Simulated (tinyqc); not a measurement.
Kronig-Penney superlattice by transfer matrices: one step. Mass along the axis. Four cases, with inputs chosen for the exercise.

Problem. With f(E) = tr M/2, 1 - (q d)^2/2 = 1 + f'(E_bottom)(E - E_bottom) gives m_z = -2 c f'/d^2 (f' by a central difference of 1e-6 eV at the bottom of band 1). The cosine form gives 4 c/(W d^2), W the width of band 1 between tr M/2 = +1 and -1.

Wells (width a, potential 0, mass mw) alternate with barriers (width b, height V0, mass mb); period d = a + b; c = hbar^2/2m0. The vector (psi, psi'/m) is continuous, and a layer of thickness t carries it by M = [[cos kt, (m/k) sin kt], [-(k/m) sin kt, cos kt]] with k = sqrt(m (E - V)/c); for E < V, k = i kappa gives [[cosh, (m/kappa) sinh], [(kappa/m) sinh, cosh]] of kappa t. A Bloch state obeys cos(q d) = tr(Mb Mw)/2.

Constants: hbar^2/2m0 = 3.80998211 eV angstrom^2.

Case 1.

Values chosen (near those of a GaAs superlattice with barriers of AlGaAs; shifted at random, so the results belong to these values and not to a real crystal): a = 55 angstrom (well width); b = 44 angstrom (barrier width); V0 = 0.17 eV (barrier height); mw = 0.0653 m0 (mass in the wells); mb = 0.0844 m0 (mass in the barriers).

Case 2.

Values chosen (near those of the light valleys of a Si film between layers of SiO2; shifted at random, so the results belong to these values and not to a real crystal): a = 18 angstrom (well width); b = 6 angstrom (barrier width); V0 = 3.112 eV (barrier height); mw = 0.194 m0 (mass in the wells); mb = 0.506 m0 (mass in the barriers).

Case 3.

Values chosen (near those of a non-polar GaN superlattice with barriers of AlGaN; shifted at random, so the results belong to these values and not to a real crystal): a = 46 angstrom (well width); b = 6 angstrom (barrier width); V0 = 0.45 eV (barrier height); mw = 0.195 m0 (mass in the wells); mb = 0.236 m0 (mass in the barriers).

Case 4.

Values chosen (near those of the light valleys of a Si film between layers of SiO2; shifted at random, so the results belong to these values and not to a real crystal): a = 12 angstrom (well width); b = 6 angstrom (barrier width); V0 = 3.271 eV (barrier height); mw = 0.194 m0 (mass in the wells); mb = 0.519 m0 (mass in the barriers).

Give: f'; m_z; m_z of the cosine form; W.

Solution.

Case 1.

f' = -154.4 1/eV
m_z = 0.1200 m0
m_z of the cosine form = 0.09425 m0
W = 16.50 meV

The mass along the axis is 1.84 times mw.

Case 2.

f' = -133.8 1/eV
m_z = 1.770 m0
m_z of the cosine form = 1.699 m0
W = 15.57 meV

The mass along the axis is 9.12 times mw.

Case 3.

f' = -86.49 1/eV
m_z = 0.2437 m0
m_z of the cosine form = 0.1588 m0
W = 35.50 meV

The mass along the axis is 1.25 times mw.

Case 4.

f' = -66.96 1/eV
m_z = 1.575 m0
m_z of the cosine form = 1.498 m0
W = 31.39 meV

The mass along the axis is 8.12 times mw.

Computed by tinyqc, one run a case: `OMP_NUM_THREADS=1 python tinyqc.py N N+1 out.jsonl` with N = 1252288, 1252479, 1252613, 1280110; one thread of a shared Intel(R) Xeon(R) Processor @ 2.30GHz, about 0.2 s a run at most.
